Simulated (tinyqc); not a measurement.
Alloy A(1-x)B(x) by interpolation with bowing: one step. Electron mass of the alloy. Four cases, with inputs chosen for the exercise.

Problem. Compare with the linear interpolation of the masses.

Each gap follows E(x) = (1 - x) E_A + x E_B - C x (1 - x); the lattice constant follows Vegard, a(x) = (1 - x) a_A + x a_B.

Mass at Gamma from the Kane formula 1/m = F + Ep (Eg + 2 Dso/3)/(Eg (Eg + Dso)). F is fixed by the masses of A and B and interpolated linearly, as is Ep; Eg and Dso carry their bowing.

Give: F of A, B; Ep, Eg, Dso at x; m(x) from the Kane formula; m(x) linear.

Case 1.

Values chosen (A near GaAs, B near InAs; the results hold for these values, not for the real material): Eg = (1.52, 0.419) eV (gap at Gamma to the s-like level of A, B); Dso = (0.338, 0.392) eV (spin-orbit splitting of A, B); Ep = (25.7, 21.4) eV (Kane energy of A, B); me = (0.0672, 0.0257) m0 (electron mass at Gamma of A, B); C = (0.406, 1.256, 0.329) eV (bowing of the Gamma, X and L gaps); Cs = 0.14 eV (bowing of Dso); x = 0.77 (fraction of B).

Solution.

F of A, B: -1.0017  -3.9345

Ep, Eg, Dso at x (eV): 22.3890  0.6003  0.3548

m(x) from the Kane formula = 0.0340 m0
m(x) linear = 0.0352 m0

The Kane value lies 3.5 % below the linear one.

Case 2.

Values chosen (A near Ge, B near Si; the results hold for these values, not for the real material): Eg = (0.886, 4.174) eV (gap at Gamma to the s-like level of A, B); Dso = (0.288, 0.044) eV (spin-orbit splitting of A, B); Ep = (26.2, 21.9) eV (Kane energy of A, B); me = (0.0384, 0.1977) m0 (electron mass at Gamma of A, B); C = (0.276, 0.193, 0) eV (bowing of the Gamma, X and L gaps); Cs = 0 eV (bowing of Dso); x = 0.17 (fraction of B).

Solution.

F of A, B: -1.1114  -0.1704

Ep, Eg, Dso at x (eV): 25.4690  1.4060  0.2465

m(x) from the Kane formula = 0.0615 m0
m(x) linear = 0.0655 m0

The Kane value lies 6.1 % below the linear one. The Gamma valley is not the lowest at this x.

Case 3.

Values chosen (A near AlAs, B near GaAs; the results hold for these values, not for the real material): Eg = (3.111, 1.511) eV (gap at Gamma to the s-like level of A, B); Dso = (0.283, 0.338) eV (spin-orbit splitting of A, B); Ep = (21, 25.9) eV (Kane energy of A, B); me = (0.1483, 0.0672) m0 (electron mass at Gamma of A, B); C = (0.412, 0.101, 0.08) eV (bowing of the Gamma, X and L gaps); Cs = 0 eV (bowing of Dso); x = 0.41 (fraction of B).

Solution.

F of A, B: 0.1805  -1.2155

Ep, Eg, Dso at x (eV): 23.0090  2.3553  0.3055

m(x) from the Kane formula = 0.1111 m0
m(x) linear = 0.1150 m0

The Kane value lies 3.5 % below the linear one. The Gamma valley is not the lowest at this x.

Case 4.

Values chosen (A near InP, B near GaP; the results hold for these values, not for the real material): Eg = (1.434, 2.916) eV (gap at Gamma to the s-like level of A, B); Dso = (0.108, 0.08) eV (spin-orbit splitting of A, B); Ep = (20.9, 31.3) eV (Kane energy of A, B); me = (0.0804, 0.1283) m0 (electron mass at Gamma of A, B); C = (0.645, 0.206, 0.968) eV (bowing of the Gamma, X and L gaps); Cs = 0 eV (bowing of Dso); x = 0.35 (fraction of B).

Solution.

F of A, B: -1.7965  -2.8441

Ep, Eg, Dso at x (eV): 24.5400  1.8060  0.0982

m(x) from the Kane formula = 0.0894 m0
m(x) linear = 0.0972 m0

The Kane value lies 8.0 % below the linear one.

Computed by tinyqc, one run a case: `OMP_NUM_THREADS=1 python tinyqc.py N N+1 out.jsonl` with N = 1080956, 1081061, 1081260, 1081511; one thread of a shared Intel(R) Xeon(R) Processor @ 2.30GHz, about 0.01 s a run at most.
